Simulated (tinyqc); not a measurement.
Sp3 tight binding, zinc-blende lattice, step by step. Computed by tinyqc, a small Python program that keeps every step. Command: `OMP_NUM_THREADS=1 python tinyqc.py 26898 26899 out.jsonl` (the two numbers bound the seeds that draw the settings). One thread of a shared host (Intel(R) Xeon(R) Processor @ 2.60GHz), about 0.01 s of CPU time with the checks.

## Bloch Hamiltonian at k

Parameters chosen for this model: zinc-blende lattice, anion at 0, cation at a/4 (1,1,1); V = eta hbar^2 / (m d^2), hbar^2/m = 7.619964 eV angstrom^2:

| parameter | value | unit |
|---|---|---|
| a | 5.460000 | angstrom |
| d | 2.364249 | angstrom |
| Es anion | -14.440000 | eV |
| Ep anion | -6.180000 | eV |
| Es cation | -14.440000 | eV |
| Ep cation | -6.180000 | eV |
| eta ss | -1.320000 |  |
| eta sp | 1.420000 |  |
| eta pp sigma | 2.220000 |  |
| eta pp pi | -0.630000 |  |
| V ss | -1.799452 | eV |
| V sp | 1.935774 | eV |
| V pp sigma | 3.026351 | eV |
| V pp pi | -0.858829 | eV |

k point k (2 pi / a): 0.650000  0.220000  -0.440000

Slater-Koster rules over the four bonds with direction cosines (l, m, n): ss V_ss; s-px l V_sp; px-s -l V_sp; px-px l^2 V_pps + (1 - l^2) V_ppp; px-py l m (V_pps - V_ppp); each times exp(i k.d).

H(k) at k (eV), lower triangle (Hermitian):
```
                      a s                 a px                 a py                a pz
a s            -14.440000
a px             0.000000            -6.180000
a py             0.000000             0.000000            -6.180000
a pz             0.000000             0.000000             0.000000           -6.180000
c s   -2.726466+1.325129i  -0.504349+2.763341i  -2.286035+0.609654i  0.994864-1.400884i
c px   0.504349-2.763341i   0.660961-0.321243i  -1.152815+1.623297i  2.648980-0.706446i
c py   2.286035-0.609654i  -1.152815+1.623297i   0.660961-0.321243i  0.584423-3.202067i
c pz  -0.994864+1.400884i   2.648980-0.706446i   0.584423-3.202067i  0.660961-0.321243i

             c s       c px       c py       c pz
c s   -14.440000
c px    0.000000  -6.180000
c py    0.000000   0.000000  -6.180000
c pz    0.000000   0.000000   0.000000  -6.180000
```

## Levels at k

Diagonalise the Hermitian matrix.

eigenvalues (eV): -18.583659  -14.464087  -10.800790  -10.083037  -5.797307  -3.103162  -2.214005  -0.913952

weights |c|^2 of the basis functions:
```
        band 1    band 2    band 3    band 4    band 5    band 6    band 7    band 8
a s   0.464280  0.310597  0.024596  0.002351  0.162716  0.023974  0.001473  0.010013
a px  0.019954  0.067485  0.130383  0.129272  0.161115  0.311795  0.042530  0.137466
a py  0.008963  0.072995  0.226680  0.063402  0.156845  0.158874  0.140268  0.171974
a pz  0.006803  0.048923  0.118342  0.304974  0.019323  0.005358  0.315729  0.180547
c s   0.464280  0.310597  0.024596  0.002351  0.162716  0.023974  0.001473  0.010013
c px  0.019954  0.067485  0.130383  0.129272  0.161115  0.311795  0.042530  0.137466
c py  0.008963  0.072995  0.226680  0.063402  0.156845  0.158874  0.140268  0.171974
c pz  0.006803  0.048923  0.118342  0.304974  0.019323  0.005358  0.315729  0.180547
```

## Bloch Hamiltonian at G

k point G (2 pi / a): 0  0  0

As before.

H(k) at G (eV), lower triangle:
```
             a s       a px       a py       a pz         c s       c px       c py       c pz
a s   -14.440000
a px    0.000000  -6.180000
a py    0.000000   0.000000  -6.180000
a pz    0.000000   0.000000   0.000000  -6.180000
c s    -7.197808   0.000000   0.000000   0.000000  -14.440000
c px    0.000000   1.744923   0.000000   0.000000    0.000000  -6.180000
c py    0.000000   0.000000   1.744923   0.000000    0.000000   0.000000  -6.180000
c pz    0.000000   0.000000   0.000000   1.744923    0.000000   0.000000   0.000000  -6.180000
```

## Levels at G

As before.

eigenvalues (eV): -21.637808  -7.924923  -7.924923  -7.924923  -7.242192  -4.435077  -4.435077  -4.435077

## Bands along a path

The same steps at evenly spaced points between the labelled ones.

Bands along the path (eV):

| k | band 1 | band 2 | band 3 | band 4 | band 5 | band 6 | band 7 | band 8 |
|---|---|---|---|---|---|---|---|---|
| L | -18.918224 | -14.540014 | -9.642582 | -9.642582 | -6.788861 | -2.717418 | -2.717418 | -0.992901 |
| L-G 0.20 | -19.343988 | -13.927255 | -9.516964 | -9.516964 | -6.742090 | -2.843036 | -2.843036 | -1.226667 |
| L-G 0.40 | -20.177392 | -12.534034 | -9.163144 | -9.163144 | -6.631197 | -3.196856 | -3.196856 | -1.897377 |
| L-G 0.60 | -20.946281 | -10.847985 | -8.656910 | -8.656910 | -6.548479 | -3.703090 | -3.703090 | -2.897255 |
| L-G 0.80 | -21.459228 | -9.133406 | -8.154564 | -8.154564 | -6.699283 | -4.205436 | -4.205436 | -3.948083 |
| G | -21.637808 | -7.924923 | -7.924923 | -7.924923 | -7.242192 | -4.435077 | -4.435077 | -4.435077 |
| G-X 0.20 | -21.398593 | -9.103876 | -8.485757 | -8.485757 | -6.330122 | -4.407409 | -3.874243 | -3.874243 |
| G-X 0.40 | -20.696636 | -10.781473 | -9.536195 | -9.536195 | -5.427051 | -4.334841 | -2.823805 | -2.823805 |
| G-X 0.60 | -19.577664 | -12.623541 | -10.494581 | -10.494581 | -4.791334 | -4.247461 | -1.865419 | -1.865419 |
| G-X 0.80 | -18.113545 | -14.530068 | -11.136121 | -11.136121 | -4.404898 | -4.191489 | -1.223879 | -1.223879 |
| X | -16.396221 | -16.396221 | -11.360241 | -11.360241 | -4.223779 | -4.223779 | -0.999759 | -0.999759 |
| X-W 0.20 | -16.396221 | -16.396221 | -11.360241 | -11.360241 | -4.223779 | -4.223779 | -0.999759 | -0.999759 |
| X-W 0.40 | -16.396221 | -16.396221 | -11.360241 | -11.360241 | -4.223779 | -4.223779 | -0.999759 | -0.999759 |
| X-W 0.60 | -16.396221 | -16.396221 | -11.360241 | -11.360241 | -4.223779 | -4.223779 | -0.999759 | -0.999759 |
| X-W 0.80 | -16.396221 | -16.396221 | -11.360241 | -11.360241 | -4.223779 | -4.223779 | -0.999759 | -0.999759 |
| W | -16.396221 | -16.396221 | -11.360241 | -11.360241 | -4.223779 | -4.223779 | -0.999759 | -0.999759 |

With 4 band(s) filled, the highest filled level on these points lies at G and the lowest empty one at G: a gap of 0.6827 eV, direct.
